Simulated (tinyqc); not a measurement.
Surface photovoltage measurement of the minority-carrier diffusion length in a wafer: one step, computed by the program tinyqc.

Low injection, steady light, a depletion layer much thinner than 1/alpha and L. The excess density dn is taken at the front edge of the neutral region; light that reaches the back is lost.

Task: The linear plot. alpha = (84.732/lambda - 76.417)^2 per cm with lambda in micrometre (an empirical fit for silicon between 0.7 and 1.05 micrometre). Thick wafer: dn = Phi L/((S_f + D/L)(L + 1/alpha)). Finite wafer, with s = S_b L/D, w = W/L, a = alpha L: dn = [Phi a/(a^2 - 1)] [a - B - exp(-alpha W)(a - s)/(cosh w + s sinh w)]/(S_f + B D/L), B = (sinh w + s cosh w)/(cosh w + s sinh w). Readings y = (Phi/dn) (1 + noise x g) at 780, 830, 880, 920, 950, 975 and 995 nm; a least-squares line y = c (1/alpha + L_app) gives L_app = intercept/slope.

Inputs (values chosen for the exercise, modelled on p-type silicon at room temperature):
```
quantity,value,unit
diffusion length L,39,micrometre
wafer thickness W,725,micrometre
diffusivity D,33.1,cm^2/s
front recombination velocity S_f,2100,cm/s
back recombination velocity S_b,35000,cm/s
photon flux entering,2e+13,1/(cm^2 s)
relative noise of each reading,1,%
```

normal deviates g for the noise: [-0.08, -0.58, -0.73, -1.32, -0.55, -0.53, 1.48]

Give: the table «Readings» with the columns 1/alpha (micrometre), y (cm/s), line (cm/s), for lambda (nm) = 780, 830, 880, 920, 950, 975, 995; slope; apparent length L_app; error of L_app (rounded to 0.001).

Result:

Readings:
```
lambda (nm),1/alpha (micrometre),y (cm/s),line (cm/s)
780,9.6,13193,12973
830,15.2,14622,14503
880,25.3,17336,17308
920,40.7,21339,21541
950,61.3,27072,27236
975,90.9,35081,35422
995,130.9,46801,46461
```

slope = 276.2 cm/(s micrometre)

apparent length L_app = 37.34 micrometre

error of L_app (rounded to 0.001) = -4.261 %

At W/L = 18.6 the finite thickness shifts L_app by less than 0.05 %. S_f scales all readings alike and leaves L_app unchanged.
